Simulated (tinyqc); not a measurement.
MOSFET in the linear regime without short-channel effects, parameter extraction from computed curves: two steps of the calculation.

Inversion charge Q = Cox n Vt W0(exp((Vg - VT)/(n Vt))), W0 the Lambert function and n = nf; u = Q/Cox; mobility mu = mu0/(1 + th1 u + th2 u^2); channel resistance Rch = (L - dL)/(W mu Q); Id = Vd/(Rch + Rsd/W). Cox = eps0 eox/tox. Small Vd, no channel-length or drain effects.

Inputs (values chosen for the exercise); channel values of the order met in silicon transistors:
- T = 300 K (temperature)
- eox = 3.9 (relative permittivity of the gate insulator (close to silicon dioxide))
- tox = 3.2 nm (insulator thickness)
- mu0 = 450 cm^2/(V s) (low-field mobility)
- th1 = 0.15 1/V (first mobility attenuation factor)
- th2 = 0 1/V^2 (second mobility attenuation factor)
- VT = 0.26 V (threshold voltage)
- nf = 1.38 (body factor)
- W = 1 um (gate width)
- L = 1.9 um (drawn gate length)
- dL = 0.018 um (drawn less effective length)
- Rsd = 200 ohm um (source plus drain resistance)
- Vd = 0.025 V (drain voltage)

Constants: q = 1.602176634e-19 C, kB = 1.380649e-23 J/K, Vt = kB T/q, eps0 = 8.8541878128e-14 F/cm where lengths are in cm. Results are converted to the units shown.

Question 1. Transfer curve. u, mu, Rch and Id as defined.

Vg, point 0 to 10 (V): 0.02  0.14  0.26  0.38  0.5  0.62  0.74  0.86  0.98  1.1  1.22

Find: u; mu; Rch; Id.

Answer 1.

```
point     u (V)  mu (cm^2/(V s))  Rch (ohm)   Id (uA)
0      4.268e-5            450.0    9.080e7  2.753e-4
1      0.001194            449.9    3.246e6  0.007701
2       0.02023            448.6    1.921e5    0.1300
3       0.08785            444.1    4.470e4    0.5568
4        0.1819            438.0    2.189e4     1.132
5        0.2858            431.5    1.414e4     1.743
6        0.3943            424.9    1.041e4     2.356
7        0.5054            418.3       8249     2.959
8        0.6182            411.8       6850     3.546
9        0.7322            405.5       5874     4.116
10       0.8470            399.3       5157     4.667
```

Question 2. The Y function. Y_i = Id_i/sqrt(gm_i). For Id = beta Vd x/(1 + th x), x = Vg - VT, Y = sqrt(beta Vd) x whatever th. Slope s from points 6 and 9; VT_Y = Vg - Y/s at point 9; beta = s^2/Vd; mobility beta L/(W Cox) with the drawn L; th* = (beta Vd x/Id - 1)/x at point 9.

```
point  Vg (V)       Id (uA)
0        0.02  2.7531865e-4
1        0.14  0.0077005855
2        0.26    0.12998533
3        0.38    0.55682042
4         0.5     1.1317701
5        0.62     1.7429499
6        0.74     2.3560710
7        0.86     2.9587839
8        0.98     3.5460011
9         1.1     4.1155819
10       1.22     4.6667552
```

gm, point 1 to 9 (uS): 0.54045840  2.2879993  4.1741031  4.9422062  5.1012539  5.0659749  4.9580421  4.8199916  4.6698089

Wanted: Y; s; VT_Y; beta; mobility from Y; th*.

Answer 2.

Y, point 1 to 9 (uA^0.5 V^0.5): 0.01047  0.08593  0.2725  0.5091  0.7717  1.047  1.329  1.615  1.905
s = 2.383 uA^0.5 V^-0.5
VT_Y = 0.3006 V
beta = 227.1 uA/V^2
mobility from Y = 399.8 cm^2/(V s)
th* = 0.1283 1/V

The mobility from Y is 12 % below mu0 L/(L - dL) = 454 cm^2/(V s), which it should reach in deep inversion when th2 = 0.

Numbers from tinyqc (`OMP_NUM_THREADS=1 python tinyqc.py 2210096 2210097 out.jsonl`; about 0.01 s on one thread of a shared Intel Xeon 2.30GHz).
